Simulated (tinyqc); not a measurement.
## Narrowing from the saturation current

Inverse problem. A uniform n-type emitter has J0 = (q p0 D/L)(s + tanh(W/L))/(1 + s tanh(W/L)), D = mup Vt, s = S L/D, and p0 = (ni^2/N) exp(dE_app/kB T), where dE_app = dEg + kB T ln[(N/Nc) exp(-eta)]. Find p0, dE_app and dEg.

Inputs (values chosen for the exercise); band and dielectric values close to those of silicon: temperature T = 300 K; conduction-band density of states at 300 K Nc = 2.79e19 cm^-3; ionised donor density N = 5.6e19 cm^-3; minority-hole mobility mup = 230 cm^2/(V s); emitter width W = 770 nm; recombination velocity at the contact S = 3.4e6 cm/s.

Constants: q = 1.602176634e-19 C, kB = 1.380649e-23 J/K, Vt = kB T/q. Results are converted to the units shown.

J0 = 1198.8438 fA/cm^2
L = 869.51777 nm
ni = 1.0697531e10 cm^-3
converged eta = 1.3875550

Answer. J0 gives p0, its ratio to ni^2/N gives dE_app, and the degeneracy term is taken off.

p0 = 78.7 cm^-3
dE_app = 94.4 meV
dEg = 112 meV

Computed by the program tinyqc: `OMP_NUM_THREADS=1 python tinyqc.py 2330036 2330037 out.jsonl`, one thread of a shared Intel Xeon 2.30GHz, about 0.01 s for the whole run.
